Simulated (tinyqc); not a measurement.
Inside a calculation. Method: Born-Oppenheimer dynamics on the LDA (VWN5)/sto-3g surface (energies and gradients from PySCF), for H3+, spin multiplicity 1. Computed by tinyqc, a small Python program that keeps every step (integrals from PySCF). Settings: charge = 1, multiplicity = 1, basis = sto-3g, functional = lda,vwn, time step (fs) = 0.5, steps = 24. Command: `OMP_NUM_THREADS=1 python tinyqc.py 28699 28700 out.jsonl` (the two numbers bound the seeds that draw the settings). One thread of a shared host (Intel(R) Xeon(R) Processor @ 2.60GHz), about 4 s of CPU time with the checks.

## Velocity Verlet step 1

positions (bohr), order 1H, 2H, 3H:
$$\begin{pmatrix}
-0.032125 & 0.007559 & 0.026456 \\
0.035905 & -0.081258 & 1.557134 \\
-0.001890 & 1.279345 & 0.706758
\end{pmatrix}$$

velocities (bohr per atomic time unit), order 1H, 2H, 3H:
$$\begin{pmatrix}
-0.000340000 & 0.000520667 & 0.000318333 \\
0.000371000 & -0.000413333 & 0.000272333 \\
-0.000031000 & -0.000107333 & -0.000590667
\end{pmatrix}$$

gradient (hartree/bohr), order 1H, 2H, 3H:
$$\begin{pmatrix}
0.00606845 & 0.09707488 & 0.13654047 \\
-0.00511595 & 0.05762978 & -0.11510856 \\
-0.00095253 & -0.15470464 & -0.02143188
\end{pmatrix}$$

masses (electron masses): 1H 1837.152588, 2H 1837.152588, 3H 1837.152588

gradient after step 1 (hartree/bohr), order 1H, 2H, 3H:
$$\begin{pmatrix}
0.00665860 & 0.09105750 & 0.12244289 \\
-0.00532168 & 0.04803743 & -0.09919260 \\
-0.00133697 & -0.13909492 & -0.02325025
\end{pmatrix}$$

dt = 0.5 fs = 20.6707 atomic units; x' = x + v dt - g dt^2 / (2m); after the new gradient g', v' = v - (g + g') dt / (2m).

positions after step 1 (bohr), order 1H, 2H, 3H:
$$\begin{pmatrix}
-0.039859 & 0.007033 & 0.017158 \\
0.044169 & -0.096504 & 1.576149 \\
-0.002420 & 1.295116 & 0.697040
\end{pmatrix}$$

velocities after step 1 (bohr per atomic time unit), order 1H, 2H, 3H:
$$\begin{pmatrix}
-0.000411599 & -0.000537717 & -0.001138640 \\
0.000429719 & -0.001007790 & 0.001477936 \\
-0.000018120 & 0.001545507 & -0.000339297
\end{pmatrix}$$

## Velocity Verlet step 2

gradient after step 2 (hartree/bohr), order 1H, 2H, 3H:
$$\begin{pmatrix}
0.00535895 & 0.06534858 & 0.08401511 \\
-0.00400579 & 0.02903538 & -0.06434563 \\
-0.00135323 & -0.09438395 & -0.01966945
\end{pmatrix}$$

As before.

positions after step 2 (bohr), order 1H, 2H, 3H:
$$\begin{pmatrix}
-0.049141 & -0.014671 & -0.020617 \\
0.053670 & -0.122922 & 1.618234 \\
-0.002639 & 1.343238 & 0.692731
\end{pmatrix}$$

velocities after step 2 (bohr per atomic time unit), order 1H, 2H, 3H:
$$\begin{pmatrix}
-0.000479207 & -0.001417617 & -0.002300119 \\
0.000482193 & -0.001441381 & 0.002397960 \\
-0.000002985 & 0.002858998 & -0.000097842
\end{pmatrix}$$

## Energy conservation

The total energy should stay constant up to terms of order dt^2; the step counts as short enough if it moves by less than 2 % of the largest kinetic energy.

Trajectory:
```
time (fs)  1H-2H (angstrom)  potential (hartree)  kinetic (hartree)  total (hartree)
0.000000           0.812161          -1.22154214         0.00113173      -1.22041041
0.500000           0.827995          -1.22782419         0.00702131      -1.22080287
1.000000           0.870834          -1.24339225         0.02183784      -1.22155441
1.500000           0.931714          -1.25671498         0.03484573      -1.22186925
2.000000           1.000844          -1.26166794         0.03991304      -1.22175490
2.500000           1.070137          -1.25866746         0.03716675      -1.22150071
3.000000           1.133780          -1.25084147         0.02956911      -1.22127236
3.500000           1.187894          -1.24136637         0.02025239      -1.22111398
4.000000           1.230020          -1.23257713         0.01155854      -1.22101859
4.500000           1.258671          -1.22593848         0.00497101      -1.22096748
5.000000           1.273009          -1.22226164         0.00131651      -1.22094514
5.500000           1.272651          -1.22191010         0.00096691      -1.22094320
6.000000           1.257568          -1.22491579         0.00395494      -1.22096086
6.500000           1.228086          -1.23099031         0.00998543      -1.22100488
7.000000           1.184973          -1.23943070         0.01834137      -1.22108934
7.500000           1.129632          -1.24893005         0.02769717      -1.22123288
8.000000           1.064414          -1.25735127         0.03590422      -1.22144705
8.500000           0.993079          -1.26166876         0.03996507      -1.22170369
9.000000           0.921335          -1.25859710         0.03672656      -1.22187054
9.500000           0.857264          -1.24679548         0.02512207      -1.22167341
10.000000          0.810961          -1.23070132         0.00972394      -1.22097737
10.500000          0.792231          -1.22133696         0.00093017      -1.22040678
11.000000          0.806188          -1.22689707         0.00614566      -1.22075141
11.500000          0.850047          -1.24249470         0.02098218      -1.22151252
12.000000          0.914838          -1.25653022         0.03466839      -1.22186183
```

The total energy moves within 1.5e-03 hartree; that is over 2 % of the largest kinetic energy, so the time step is too long.
